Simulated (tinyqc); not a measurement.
# Tunnelling through a gate dielectric with the two-band (Franz) dispersion, WKB transmission and Tsu-Esaki current: several studies

Electrons leave the emitter at x = 0. Energies E (motion across the layers) are in eV from the emitter Fermi level; the collector Fermi level lies at -V and offers states at every E. No charge in the dielectric and no image force: F1 = V/t1, U = phi1 - F1 x. With C = hbar^2/(2 m0), kappa = sqrt(m u (1 - u/Egx)/C), u = U - E where U > E and 0 elsewhere; T(E) = exp(-S), S = 2 times the integral of kappa over x.

Values chosen for this exercise; dielectric values close to those of zirconium oxide:

| symbol | value | unit | meaning |
|---|---|---|---|
| T | 77 | K | temperature |
| Ef | 0.37 | eV | Fermi energy of the emitter above its band bottom |
| me | 0.74 | m0 | emitter mass in the supply function |
| phi1 | 1.41 | eV | barrier of layer 1 above the emitter Fermi level at zero bias |
| m1 | 0.26 | m0 | tunnelling mass of layer 1 |
| t1 | 4.4 | nm | thickness of layer 1 |
| Egx | 4.2 | eV | gap parameter of the two-band dispersion, set freely |
| V | 1.7 | V | voltage across the dielectric |

Constants: q = 1.602176634e-19 C, kB = 1.380649e-23 J/K, hbar = 1.054571817e-34 J s, m0 = 9.1093837015e-31 kg, Vt = kB T/q, hbar^2/(2 m0) = 0.0380998212 eV nm^2. Results are converted to the units shown.

Each table varies one quantity; the others keep the values above.

## Effect of the tunnelling mass m1

Each layer adds (2/F) sqrt(m/C) [G(u at its left edge) - G(u at its right edge)] to S, with u = U - E (0 where negative) and G(u) = Egx^1.5 (th - sin(4 th)/4)/4, th = arcsin sqrt(u/Egx). J = J0 times the integral of T(E) N(E) dE, N = ln[(1 + exp(-E/Vt))/(1 + exp((-E - V)/Vt))], J0 = q^2 me m0 kB T/(2 pi^2 hbar^3) (times 1e-4 for A/cm^2 per eV), from E = -Ef to far above the barrier (T = 1 there), by quadrature converged to the digits shown.

Effect of the tunnelling mass m1:
```
m1 (m0),S at E = 0,T(E = 0),J (A/cm^2),mean E of the current (eV)
0.12,9.150,1.063e-4,1.337e4,-0.1689
0.15,10.23,3.608e-5,3812,-0.1598
0.2,11.81,7.414e-6,616.8,-0.1472
0.25,13.21,1.839e-6,125.9,-0.1367
0.31,14.71,4.104e-7,23.16,-0.1263
0.4,16.70,5.561e-8,2.479,-0.1138
0.5,18.68,7.741e-9,0.2797,-0.1030
0.63,20.96,7.856e-10,0.02280,-0.09227
```

J falls from 13400 to 0.0228 A/cm^2. S goes as m1^(0.50): kappa is proportional to the square root of the mass.

## Two-band against parabolic dispersion

Same model as above.

The parabolic value uses G(u) = (2/3) u^1.5.

The same in every row: S at E = 0, parabolic = 15.09.

Two-band against parabolic dispersion:
```
Egx (eV),"S at E = 0, two-band",ratio of the two T
2.3,11.90,24.27
3,12.74,10.49
3.6,13.17,6.831
4.3,13.51,4.880
5,13.74,3.856
5.7,13.92,3.238
6.3,14.04,2.880
7,14.15,2.580
```

S rises from 11.9 to 14.1 towards the parabolic 15.1. The factor 1 - u/Egx lowers kappa, so T exceeds the parabolic value by a factor of 24.3 in the first row and 2.58 in the last.

## Effect of the barrier height

Same model as above.

Effect of the barrier height:
```
phi1 (eV),S at E = 0,T(E = 0),J (A/cm^2),mean E of the current (eV)
0.7,5.007,0.006689,6.223e5,-0.1504
0.83,6.397,0.001666,1.413e5,-0.1460
0.96,7.872,3.813e-4,2.993e4,-0.1423
1.09,9.419,8.117e-5,5978,-0.1392
1.21,10.90,1.843e-5,1293,-0.1369
1.34,12.56,3.518e-6,236.3,-0.1349
1.47,14.26,6.429e-7,42.65,-0.1374
1.6,15.99,1.135e-7,8.765,-0.1566
```

Read the table: what changes, and by how much?

J falls from 6.22e5 to 8.77 A/cm^2, on average 5.39 decades for each eV, while S rises from 5.01 to 16.0. In 1 of the 8 rows S is below 6, where a WKB prefactor of 1 is a rough guess.

Computed by the program tinyqc: `OMP_NUM_THREADS=1 python tinyqc.py 2540068 2540069 out.jsonl`, one thread of a shared Intel Xeon 2.30GHz, about 0.02 s for the whole run.
